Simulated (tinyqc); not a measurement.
Scan in temperature at fixed frequency: admittance spectroscopy and thermally stimulated current of one trap level in a depletion layer. Computed by tinyqc, a small Python program. Command: `OMP_NUM_THREADS=1 python tinyqc.py 3110448 3110449 out.jsonl admit walk`. One thread of a shared host (Intel(R) Xeon(R) Processor @ 2.30GHz), about 0.01 s of CPU time with the checks.

A Schottky junction on n-type material holds one donor-like electron trap; shallow donors are fully ionised and abrupt depletion edges are assumed.

Inputs (values chosen for the exercise, modelled on n-type 4H-SiC):

| quantity | value | unit |
|---|---|---|
| dielectric constant eps | 9.59 | - |
| density-of-states mass m | 0.758 | m_0 |
| shallow doping N | 8.2e+16 | 1/cm^3 |
| trap density N_t | 4.7e+15 | 1/cm^3 |
| trap depth E_t below the band | 0.221 | eV |
| capture cross section sigma | 5.5e-17 | cm^2 |
| band bending V_b | 1.1 | V |
| test frequency f | 900000 | Hz |

Constants: k_B = 1.380649e-23 J/K; m_0 = 9.1093837015e-31 kg; h = 6.62607015e-34 J s; k_B = 8.617333262e-05 eV/K; eps_0 = 8.8541878128e-12 F/m; e = 1.602176634e-19 C.

Method:
- N_c = 2 (2 pi m k_B T/h^2)^(3/2), v_th = sqrt(3 k_B T/m), emission rate e_n = sigma v_th N_c exp(-E_t/(k_B T)).
- Where the level crosses the Fermi level capture equals emission, so the trap follows the signal with the rate 2 e_n; G/omega peaks at omega = 2 e_n (the correction for large N_t/N is left out).
- Solve 2 e_n(T_p) = 2 pi f.
- With E_c - E_F = k_B T_p ln(N_c/N): lambda = sqrt(2 eps eps_0 (E_t - (E_c - E_F))/(e^2 N)); traps are empty and charged for x < x_t = w - lambda, and V_b = e (N w^2 + N_t x_t^2)/(2 eps eps_0). High frequency: C_hf = eps eps_0/w. Low frequency: C_lf = eps eps_0 (N + N_t)/(N w + N_t x_t).
- With x = omega/(2 e_n): C = C_hf + (C_lf - C_hf)/(1 + x^2), G/omega = (C_lf - C_hf) x/(1 + x^2); C_hf and C_lf are held at their values at T_p.

peak temperature T_p = 305.121 K

C_hf = 72.2736 nF/cm^2

C_lf = 73.3674 nF/cm^2

Admittance:

| T (K) | omega/(2 e_n) | C (nF/cm^2) | G/omega (nF/cm^2) |
|---|---|---|---|
| 268.5 | 4.0637 | 72.336 | 0.25380 |
| 280.7 | 2.4549 | 72.429 | 0.38215 |
| 289.9 | 1.7223 | 72.549 | 0.47498 |
| 299.0 | 1.2369 | 72.706 | 0.53478 |
| 305.1 | 1.0007 | 72.820 | 0.54691 |
| 311.2 | 0.8157 | 72.930 | 0.53576 |
| 320.4 | 0.6074 | 73.073 | 0.48533 |
| 332.6 | 0.4203 | 73.203 | 0.39068 |
| 347.8 | 0.2744 | 73.291 | 0.27910 |

What follows from these numbers?

The peak of G/omega is half the step, 0.547 nF/cm^2. Its full width is near 2 ln(2 + sqrt3) k_B T_p^2/(E_t + 2 k_B T_p) = 77.2 K.

Extremes, crossings and ranges named in words are read from the listed rows.
